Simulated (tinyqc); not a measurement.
# A chain with uneven site energies and dephasing by Buettiker voltage probes: effects of single changes

Sites 1 to 6 form a chain with hopping -t. Lead L joins site 1 and lead R site 6, both semi-infinite chains with hopping -t and site energy 0. Every site carries a probe with self-energy -i Gamma_p/2 that draws no net current. Linear response at zero temperature: mu_L = 1, mu_R = 0 in units of the bias.

Inputs (values chosen for the exercise):

| symbol | value | unit | meaning |
|---|---|---|---|
| t | 2.2 | eV | hopping (matrix element -t) |
| U | [2.26, -2.2, 0.07, -0.23, -0.97, 2.59] | eV | site energies 1 to N |
| E | 2.84 | eV | Fermi energy |
| gp | 0.78 | eV | probe broadening Gamma_p |

Constants: q = 1.602176634e-19 C, h = 6.62607015e-34 J s. Results are converted to the units shown.

Each table varies one quantity; the others keep the values above.

## Effect of the dephasing strength

Sigma = t^2 g(E), g(x) = (x - i sqrt(4 t^2 - x^2))/(2 t^2) for |x| < 2 t and (x - sign(x) sqrt(x^2 - 4 t^2))/(2 t^2) otherwise; Gamma = -2 Im Sigma; G = (E - H - Sigma_L - Sigma_R + i Gamma_p/2)^(-1). With Gamma the broadening by one lead, T_RL = Gamma^2 |G_(6,1)|^2, T_pL = Gamma Gamma_p |G_(p,1)|^2, T_pR = Gamma Gamma_p |G_(p,6)|^2, T_pq = Gamma_p^2 |G_(p,q)|^2 for p != q. No current into probe p: W mu = T_pL with W_pp = T_pL + T_pR + sum_q T_pq and W_pq = -T_pq. Then T_eff = T_RL + sum_p T_pR mu_p, and the resistance is (h/2q^2)/T_eff. Without probes means Gamma_p = 0.

Effect of the dephasing strength:
```
gp (eV)       T_RL  through probes    T_eff  resistance (kohm)
0.026      0.88340        0.053772  0.93717             13.772
0.045      0.81356        0.086599  0.90015             14.338
0.08       0.70342         0.13571  0.83913             15.381
0.14       0.55729         0.19469  0.75198             17.163
0.25       0.37980         0.25280  0.63260             20.402
0.44       0.21532         0.28372  0.49904             25.863
0.77      0.095931         0.27447  0.37040             34.845
1.4       0.028376         0.22869  0.25707             50.206
2.4      0.0061311         0.17611  0.18224             70.820
4.2      6.5900e-4         0.12574  0.12640             102.11
```

What does the table show?

Without probes the transmission is 0.993. T_eff falls from 0.937 to 0.126; the direct part falls from 0.883 to 6.59e-4 and the part through probes goes from 0.0538 through a maximum of 0.284 (at gp = 0.44 eV among the rows listed) to 0.126. At this energy dephasing lowers T_eff from the start: the probes give back less than the direct part loses.

## Resistance against length

With Gamma the broadening by one lead, T_RL = Gamma^2 |G_(last,1)|^2, T_pL = Gamma Gamma_p |G_(p,1)|^2, T_pR = Gamma Gamma_p |G_(p,last)|^2, T_pq = Gamma_p^2 |G_(p,q)|^2 for p != q. The list U is repeated k times, each site with its probe.

Resistance against length:
```
k   sites  T without probes    T_eff  resistance (kohm)
1       6            0.9930   0.3676              35.11
2      12            0.9748   0.2335              55.28
3      18            0.9518   0.1691              76.31
4      24            0.9314   0.1314              98.23
6      36            0.9186  0.09066              142.4
8      48            0.9491  0.06922              186.5
12     72            0.9945  0.04699              274.7
16     96            0.9201  0.03557              362.9
```

What does the table show?

The resistance rises from 35.1 to 363 kohm, by 3.68 kohm a site between k = 8 and 12 and 3.68 between 12 and 16: Ohm's law, R = R0 + rho N with the extrapolated intercept R0 = 10.0 kohm (h/2q^2 = 12.91 kohm) and a back-scattering length (h/2q^2)/rho of 3.51 sites.

## Coherent and dephased transmission against energy

Same model as above.

Coherent and dephased transmission against energy:
```
E (eV)  T without probes    T_eff
-3.96             0.1506   0.2247
-3.3              0.7298   0.3576
-2.64             0.1613   0.2326
-1.98             0.1148   0.1843
-1.32             0.1705   0.2241
-0.66             0.5415   0.3837
0                 0.6242   0.4160
0.66              0.1794   0.2361
1.32              0.1095   0.1661
1.98              0.1383   0.1932
2.64              0.5895   0.3395
3.3               0.1791   0.2388
3.96             0.02427  0.07705
```

Read the table: what changes, and by how much?

Without probes T lies between 0.0243 and 0.730 in these rows, with them between 0.0770 and 0.416. The probes lower it in 4 rows and raise it in 9; the largest relative gain is at E = 3.96 eV, where the coherent value is 0.0243.

Numbers from tinyqc (`OMP_NUM_THREADS=1 python tinyqc.py 2700105 2700106 out.jsonl`; about 0.01 s on one thread of a shared Intel Xeon 2.30GHz).
